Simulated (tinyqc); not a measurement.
# Changing the island volume V

Model: strain-driven roughening and islands of a mismatched epitaxial film. Computed by tinyqc, a small Python program. Command: `OMP_NUM_THREADS=1 python tinyqc.py 3029304 3029305 out.jsonl island sweep`. One thread of a shared host (Intel(R) Xeon(R) Processor @ 2.30GHz), about 0.01 s of CPU time with the checks.

Film and substrate share isotropic elastic constants; the film is coherent and biaxially strained.

Inputs (values chosen for the exercise, modelled on InAs on GaAs):
```
quantity                                     value     unit
misfit |f|                                  0.0698        -
shear modulus G                               29.7      GPa
Poisson ratio nu                              0.29        -
surface energy gamma                         0.702    J/m^2
contact angle of the shallow shape theta_1    12.2  degrees
contact angle of the steep shape theta_2      32.6  degrees
facet energy of shape 1 over gamma          0.9973        -
facet energy of shape 2 over gamma           1.009        -
```

Constants: e = 1.602176634e-19 C.

Method:
- M = 2 G (1 + nu)/(1 - nu); stress = M f; energy density w = M f^2.
- Shallow faceted island (Tersoff form): E = 4 Gam V^(2/3) tan^(1/3)(theta) - 6 c V tan(theta), Gam = gamma [x/sin(theta) - 1/tan(theta)], x the facet energy over gamma, c = stress^2 (1 - nu)/(2 pi G).
- The barrier is the maximum of E, at V_c = [4 Gam/(9 c)]^3 / tan^2(theta) (1 GPa nm = 1 J/m^2).
- The two energies cross at V_x^(1/3) = 4 [Gam_2 t2^(1/3) - Gam_1 t1^(1/3)]/(6 c (t2 - t1)), t = tan(theta); mu = dE/dV.

One run for each value:
```
island volume V (nm^3)  E of shape 1 (eV)  E of shape 2 (eV)
0.013                          3.1996e-02         1.9085e-01
0.029                          4.2729e-02         2.9064e-01
0.064                          4.6481e-02         4.1590e-01
0.14                           2.2119e-02         5.3459e-01
0.3                           -8.0893e-02         5.4053e-01
0.66                          -4.0349e-01         1.2556e-01
1.4                           -1.2088e+00        -1.3978e+00
3.1                           -3.3150e+00        -6.1060e+00
6.8                           -8.3349e+00        -1.8408e+01
15                            -2.0202e+01        -4.9174e+01
```

Over the rows, E of shape 1 (eV) goes from 0.0320 through a maximum among these rows, 0.0465 at 0.0640, to -20.2; E of shape 2 (eV) goes from 0.191 through a maximum among these rows, 0.541 at 0.300, to -49.2. Each curve rises while the surface term V^(2/3) rules, peaks at V_c, passes zero at (3/2)^3 V_c and then falls with the volume term.

Caution (all rows): a critical volume below 1 nm^3 holds fewer than a hundred atoms, so a continuum barrier there has no physical meaning. Caution (all rows): the shallow-slope form overstates the relaxation of facets steeper than about 25 degrees.

Extremes, crossings and ranges named in words are read from the listed rows.
